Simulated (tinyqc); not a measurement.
Inputs raised by 2 %, one at a time: stress in a transistor channel from embedded alloy regions, liners and fins, by half-space elasticity. Computed by tinyqc, a small Python program. Command: `OMP_NUM_THREADS=1 python tinyqc.py 3027513 3027514 out.jsonl stressor sens`. One thread of a shared host (Intel(R) Xeon(R) Processor @ 2.30GHz), about 0.05 s of CPU time with the checks.

Plane strain in an isotropic half-space, the same constants everywhere; x along the channel from its centre, y downwards from the free surface; stress is positive in tension.

Inputs (values chosen for the exercise, modelled on silicon):

| quantity | value | unit |
|---|---|---|
| alloy fraction x | 0.023 | - |
| lattice change per unit x, beta | -0.445 | - |
| Young's modulus E | 173 | GPa |
| Poisson ratio nu | 0.23 | - |
| channel length L | 32 | nm |
| length of each stressor S | 165 | nm |
| recess depth d | 85 | nm |
| depth of the field point y | 2.9 | nm |
| liner stress | 2 | GPa |
| liner thickness t | 40 | nm |
| longitudinal piezoresistance coefficient | -31.1 | 1e-11/Pa |
| vertical piezoresistance coefficient | 52.8 | 1e-11/Pa |

Stressor: Si(1-x)C(x) source and drain.

Method:
- Misfit e = beta x. A fully constrained inclusion holds the stress -p with p = E e/(1 - 2 nu); a blanket film would hold -E e/(1 - nu) in the plane.
- A line element dA of misfit at (a, c) in the half-space gives, with C = E e/(2 pi (1 - nu)), X = x - a, r1^2 = X^2 + (y - c)^2, r2^2 = X^2 + Y^2, Y = y + c: s_xx = -C dA {[X^2 - (y - c)^2]/r1^4 + 3 [X^2 - Y^2]/r2^4 + 4 y Y (Y^2 - 3 X^2)/r2^6}, s_yy = C dA {[X^2 - (y - c)^2]/r1^4 - [X^2 - Y^2]/r2^4 + 4 y Y (Y^2 - 3 X^2)/r2^6}. These are integrated over two rectangles, L/2 < |a| < L/2 + S, 0 < c < d (closed form in a, 200 Gauss-Legendre points in c).
- At x = y = 0 the integral is s_xx = -(4/pi) [E e/(1 - nu)] [arctan(2 d/L) - arctan(d/(L/2 + S))].
- The liner over source and drain ends at the gate, x = -/+ L/2, and pulls there with the force per width F = (liner stress) t along the surface. A tangential line force gives s_xx = (2 F/pi) X^3/(X^2 + y^2)^2 at the distance X; two of them add at the centre, X = L/2. For L > 3.5 y the concentrated force is an upper bound.
- d mu/mu = -(pi_L s_xx + pi_z s_yy) for the embedded regions alone; the stress across the width is left out.

Runs:

| input moved | from | to | s_xx (MPa) | s_xx at the surface (MPa) | mobility change (%) | s_xx from the liner (MPa) |
|---|---|---|---|---|---|---|
| base run | - | - | 2275.4 | 2768.9 | 71.043 | 5967.7 |
| alloy fraction x | 0.023 | 0.02346 | 2320.9 | 2824.3 | 72.464 | 5967.7 |
| Poisson ratio nu | 0.23 | 0.2346 | 2289.1 | 2785.5 | 71.470 | 5967.7 |
| channel length L (nm) | 32 | 32.64 | 2276.8 | 2760.2 | 71.069 | 5865.1 |
| recess depth d (nm) | 85 | 86.7 | 2263.1 | 2756.9 | 70.661 | 5967.7 |
| depth of the field point y (nm) | 2.9 | 2.958 | 2266.0 | 2768.9 | 70.766 | 5952.4 |
| liner stress (GPa) | 2 | 2.04 | 2275.4 | 2768.9 | 71.043 | 6087.0 |
| liner thickness t (nm) | 40 | 40.8 | 2275.4 | 2768.9 | 71.043 | 6087.0 |

Exponents ln(y'/y) / ln(x'/x):

| input | s_xx | s_xx at the surface | mobility change | s_xx from the liner |
|---|---|---|---|---|
| alloy fraction x | 1.000 | 1.000 | 1.000 | 0.000 |
| Poisson ratio nu | 0.303 | 0.303 | 0.303 | 0.000 |
| channel length L | 0.031 | -0.158 | 0.019 | -0.875 |
| recess depth d | -0.275 | -0.219 | -0.272 | 0.000 |
| depth of the field point y | -0.210 | 0.000 | -0.197 | -0.130 |
| liner stress | 0.000 | 0.000 | 0.000 | 1.000 |
| liner thickness t | 0.000 | 0.000 | 0.000 | 1.000 |

To which inputs is each result most sensitive?

Among the inputs moved here: s_xx answers most in size to alloy fraction x (exponent +1.000), next to Poisson ratio nu (+0.303); its exponent is below 0.0005 for liner stress, liner thickness t. Its exponent +1.000 in alloy fraction x: linear elasticity. s_xx at the surface answers most in size to alloy fraction x (exponent +1.000), next to Poisson ratio nu (+0.303); its exponent is below 0.0005 for depth of the field point y, liner stress, liner thickness t. Mobility change answers most in size to alloy fraction x (exponent +1.000), next to Poisson ratio nu (+0.303); its exponent is below 0.0005 for liner stress, liner thickness t. s_xx from the liner answers most in size to liner thickness t (exponent +1.000), and about equally to liner stress (+1.000); its exponent is below 0.0005 for alloy fraction x, Poisson ratio nu, recess depth d. Its exponent +1.000 in liner thickness t: force is stress times thickness.

Caution (all rows): the real force is spread over several liner thicknesses, so for a channel this short the concentrated force clearly overstates the stress. Caution (all rows): beyond a few hundred MPa bulk piezoresistance coefficients no longer describe an inversion layer well.
